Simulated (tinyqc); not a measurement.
# Read current of a NAND string, cells in series solved by shooting: what changes with what

Cells in series, numbered from 0 at the source line (0 V) to the bit line, each followed by a gap resistance Rg. A cell with gate Vg, threshold VT, source Vs and drain Vd passes I = 2 nf K Vt^2 [F(Vs) - F(Vd)]/(1 + th max(Vg - VT, 0)), F(V) = ln^2(1 + exp((Vg - VT - nf V)/(2 nf Vt))). The selected cell has Vg = Vr, the others Vg = Vp.

Values chosen for this exercise; values of the order met in vertical NAND strings: temperature T = 358 K; gain factor of a cell K = 7.6 uA/V^2; slope factor nf = 1.7; mobility reduction factor th = 0.13 1/V; resistance of the gap between cells Rg = 2.8 kohm; bit-line voltage Vbl = 0.5 V; pass voltage Vp = 6.6 V; threshold of an erased cell Ve = -0.5 V; threshold of the highest state Vh = 4.3 V; threshold of the selected cell Vx = 2 V; sensing current Is = 20 nA; read voltage on the selected word line Vr = 2.97 V.

Constants: q = 1.602176634e-19 C, kB = 1.380649e-23 J/K, Vt = kB T/q. Results are converted to the units shown.

Each table varies one quantity; the others keep the values above.

## Read current against the number of cells

For a trial current I start at 0 V and, cell by cell, solve for the drain: sqrt(F(Vd)) = sqrt(F(Vs) - I/k), k = 2 nf K Vt^2/(1 + th max(Vg - VT, 0)), Vd = [Vg - VT - 2 nf Vt ln(exp(sqrt F) - 1)]/nf, then add I Rg. The string current is the I for which the last node reaches Vbl. The apparent threshold is the Vr at which I = Is. Background: all other cells erased (VT = Ve) or all in the highest state (VT = Vh); ratio and shift are high over erased and high minus erased. The selected cell is in the middle, cell n/2.

Read current against the number of cells:

| n | I, others erased (uA) | I, others high (uA) | ratio | apparent VT, erased (V) | apparent VT, high (V) | background shift (mV) |
|---|---|---|---|---|---|---|
| 8 | 0.8765 | 0.5358 | 0.6113 | 2.046 | 2.051 | 5.336 |
| 16 | 0.5619 | 0.2980 | 0.5304 | 2.051 | 2.062 | 10.72 |
| 32 | 0.3253 | 0.1573 | 0.4837 | 2.062 | 2.083 | 21.61 |
| 64 | 0.1762 | 0.08085 | 0.4588 | 2.083 | 2.127 | 43.94 |
| 96 | 0.1208 | 0.05440 | 0.4503 | 2.104 | 2.171 | 67.06 |
| 128 | 0.09189 | 0.04099 | 0.4460 | 2.125 | 2.216 | 91.04 |
| 192 | 0.06214 | 0.02745 | 0.4417 | 2.168 | 2.312 | 143.8 |

With erased neighbours the current falls from 0.876 to 0.0621 uA, as n^(-0.64) between the first two rows and n^(-0.96) between the last two (-1 once the series resistance rules). The ratio falls from 0.611 to 0.442 and the background shift rises from 5.34 to 144 mV.

## Effect of the bit-line voltage

Same model as above.

The string has 64 cells and the selected one is cell 32.

Result of one run:

| Vbl (V) | I, others erased (uA) | I, others high (uA) | ratio | apparent VT, erased (V) | apparent VT, high (V) | background shift (mV) |
|---|---|---|---|---|---|---|
| 0.6 | 0.2058 | 0.09239 | 0.4490 | 2.083 | 2.127 | 43.94 |

What becomes of these results when the bit-line voltage Vbl is changed from 0.6 to 0.2 V, all else the same?

Result of the changed run:

| Vbl (V) | I, others erased (uA) | I, others high (uA) | ratio | apparent VT, erased (V) | apparent VT, high (V) | background shift (mV) |
|---|---|---|---|---|---|---|
| 0.2 | 0.07505 | 0.03690 | 0.4917 | 2.084 | 2.135 | 50.61 |

The whole series:

| Vbl (V) | I, others erased (uA) | I, others high (uA) | ratio | apparent VT, erased (V) | apparent VT, high (V) | background shift (mV) |
|---|---|---|---|---|---|---|
| 0.2 | 0.07505 | 0.03690 | 0.4917 | 2.084 | 2.135 | 50.61 |
| 0.3 | 0.1105 | 0.05309 | 0.4805 | 2.083 | 2.127 | 44.30 |
| 0.4 | 0.1443 | 0.06775 | 0.4695 | 2.083 | 2.127 | 43.96 |
| 0.5 | 0.1762 | 0.08085 | 0.4588 | 2.083 | 2.127 | 43.94 |
| 0.6 | 0.2058 | 0.09239 | 0.4490 | 2.083 | 2.127 | 43.94 |
| 0.7 | 0.2321 | 0.1023 | 0.4409 | 2.083 | 2.127 | 43.94 |
| 0.8 | 0.2539 | 0.1107 | 0.4361 | 2.083 | 2.127 | 43.94 |

As Vbl goes from 0.2 to 0.8 V, the current with erased neighbours rises from 0.0751 to 0.254 uA, that with high neighbours rises from 0.0369 to 0.111 uA and the ratio falls from 0.492 to 0.436. The background shift falls from 50.6 to 43.9 mV.

Computed by the program tinyqc: `OMP_NUM_THREADS=1 python tinyqc.py 2142227 2142228 out.jsonl`, one thread of a shared Intel Xeon 2.30GHz, about 0.6 s for the whole run.
